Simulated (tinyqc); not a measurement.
One-sided p+-n junction, ionisation integral and breakdown: one step of the calculation.

A p+ layer at x < 0 and an n drift layer from x = 0. Depletion approximation, built-in voltage neglected. Local ionisation coefficients alpha_n = an exp(-(bn/E)^mx), alpha_p = ap exp(-(bp/E)^mx). Electrons move towards +x, holes towards x = 0.

Question. Field and ionisation coefficients on a grid. W = sqrt(2 eps0 eps_r V/(q N)), peak field E0 = q N W/(eps0 eps_r), falling linearly to 0 at W. Grid: 14 equal steps from 0 to fr W.

Parameters, values chosen for the exercise; material values close to those of 4H silicon carbide: relative permittivity eps_r = 9.77; prefactor of the electron ionisation coefficient an = 1.76e8 1/cm; field constant for electrons bn = 3.36e7 V/cm; prefactor of the hole ionisation coefficient ap = 3.63e8 1/cm; field constant for holes bp = 2.36e7 V/cm; exponent mx = 1; donor density of the drift layer N = 2.9e15 cm^-3; reverse voltage V = 4010 V; share of the depleted width that the grid covers fr = 0.4.

Constants: q = 1.602176634e-19 C, eps0 = 8.8541878128e-14 F/cm where lengths are in cm. Results are converted to the units shown.

Give: W; x; E; alpha_n; alpha_p.

Answer.

W = 38.642 um

```
point	x (um)	E (kV/cm)	alpha_n (1/cm)	alpha_p (1/cm)
0	0.000	2075.5	16.396	4184.2
1	1.104	2016.2	10.184	2994.8
2	2.208	1956.9	6.1464	2100.5
3	3.312	1897.6	3.5941	1441.0
4	4.416	1838.3	2.0302	964.76
5	5.520	1779.0	1.1039	628.88
6	6.624	1719.7	0.57555	398.02
7	7.728	1660.4	0.28644	243.81
8	8.832	1601.1	0.13537	144.02
9	9.936	1541.8	0.060394	81.697
10	11.040	1482.5	0.025259	44.289
11	12.144	1423.2	0.0098239	22.816
12	13.249	1363.9	0.0035196	11.095
13	14.353	1304.6	0.0011486	5.0528
14	15.457	1245.3	3.3693e-4	2.1351
```

Computed by the program tinyqc: `OMP_NUM_THREADS=1 python tinyqc.py 2120051 2120052 out.jsonl`, one thread of a shared Intel Xeon 2.30GHz, about 0.07 s for the whole run.
